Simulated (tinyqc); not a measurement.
From results back to parameters: free-carrier optics of a doped semiconductor (Drude model). Two cases, with inputs chosen for the exercise.

Problem. eps(E) is given at one energy; N and mu are hidden.

eps(E) = ei [1 - Ep^2/(E^2 + i E Gam)], with Ep^2 = 8 pi c (e^2/(4 pi eps0)) N/(m ei), c = hbar^2/2m0, N in 1/angstrom^3 (1e-24 per 1/cm^3); Gam = hbar/tau, tau = mu m m0/e with m0/e = 5.685630e-12 kg/C and mu in m^2/(V s). Energies in meV.

Constants: hbar^2/2m0 = 3.80998211 eV angstrom^2; e^2/(4 pi eps0) = 14.39964547 eV angstrom; hbar = 6.58211957e-16 eV s.

Find: Gam; Ep; N; mu.

Method. ei - eps1 = ei Ep^2/(E^2 + Gam^2) and eps2 = (ei - eps1) Gam/E; the ratio gives Gam, then Ep, N and mu follow.

Case 1.

Values chosen (out of a larger set: mass and dielectric values near those of Ge; N and mu are free inputs; interband absorption and the rise of the mass with filling are left out; not measured data): m = 0.113 m0 (conductivity mass); ei = 16.44 (high-frequency dielectric constant); E = 95 meV (photon energy).

eps = 14.55263+0.10177i

Solution.

Gam = 5.12 meV
Ep = 32.24 meV
N = 1.40e+18 1/cm^3
mu = 2.00e+03 cm^2/(V s)

Case 2.

Values chosen (out of a larger set: mass and dielectric values near those of Si; N and mu are free inputs; interband absorption and the rise of the mass with filling are left out; not measured data): m = 0.247 m0 (conductivity mass); ei = 12.04 (high-frequency dielectric constant); E = 141.3 meV (photon energy).

eps = 9.81621+0.52688i

Solution.

Gam = 33.48 meV
Ep = 62.41 meV
N = 8.40e+18 1/cm^3
mu = 140 cm^2/(V s)

Computed by tinyqc, one run a case: `OMP_NUM_THREADS=1 python tinyqc.py N N+1 out.jsonl` with N = 1680943, 1681159; one thread of a shared Intel(R) Xeon(R) Processor @ 2.30GHz, about 0.01 s a run at most.
